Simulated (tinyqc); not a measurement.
# Inputs raised by 10 %, one at a time

Model: two-sublattice mean-field magnet: ferrimagnet, compensation points and susceptibility. Computed by tinyqc, a small Python program. Command: `OMP_NUM_THREADS=1 python tinyqc.py 3002410 3002411 out.jsonl ferri sens`. One thread of a shared host (Intel(R) Xeon(R) Processor @ 2.30GHz), about 0.02 s of CPU time with the checks.

A random alloy A(1-x)B(x) with H = -sum over pairs J S_i.S_j. a = <S_A> and b = <S_B> are taken along z, a > 0. Exchange fields: h_A = (1 - x) zJ_AA a + x zJ_AB b, h_B = (1 - x) zJ_AB a + x zJ_BB b; a = S_A B_(S_A)(S_A h_A/(k_B T)) and likewise for b, with the Brillouin function B_S(y) = [(2S + 1)/(2S)] coth[(2S + 1) y/(2S)] - [1/(2S)] coth[y/(2S)].

Inputs (values chosen for the exercise, for a model ferrimagnet):
```
quantity                 value  unit
spin S_A                     2     -
spin S_B                   2.5     -
fraction x of B sites     0.28     -
z J_AA                    21.9   meV
z J_BB                       1   meV
z J_AB                      -4   meV
T over T_c                0.49     -
largest number of steps   3000     -
```

Constants: k_B = 8.617333262e-05 eV/K.

Method. Linearised, T (a, b) = M (a, b) with M_ij = S_i (S_i + 1) c_j zJ_ij/(3 k_B), c_A = 1 - x, c_B = x. T_c is the larger eigenvalue, and its eigenvector gives b/a at onset, (T_c - M_AA)/M_AB. Repeat from a = S_A, b = -S_B until a and b change by less than 1e-10.

Runs:
```
input moved            from     to  T_c (K)       a        b
base run                  -      -   372.93  1.8231  -0.9519
fraction x of B sites  0.28  0.308   359.40  1.8244  -0.9561
z J_AA (meV)           21.9  24.09   408.90  1.8218  -0.8744
z J_BB (meV)              1    1.1   372.95  1.8232  -0.9560
z J_AB (meV)             -4   -4.4   374.36  1.8245  -1.0293
T over T_c             0.49  0.539   372.93  1.7676  -0.8487
```

Exponents ln(y'/y) / ln(x'/x):
```
input                     T_c       a       b
fraction x of B sites  -0.388   0.007   0.047
z J_AA                  0.966  -0.008  -0.890
z J_BB                  0.001   0.000   0.046
z J_AB                  0.040   0.008   0.821
T over T_c              0.000  -0.325  -1.203
```

To which inputs is each result most sensitive?

Among the inputs moved here: T_c answers most in size to z J_AA (exponent +0.966), next to fraction x of B sites (-0.388); its exponent is below 0.0005 for T over T_c. a answers most in size to T over T_c (exponent -0.325), next to z J_AA (-0.008); its exponent is below 0.0005 for z J_BB. b answers most in size to T over T_c (exponent -1.203), next to z J_AA (-0.890).

Extremes, crossings and ranges named in words are read from the listed rows.
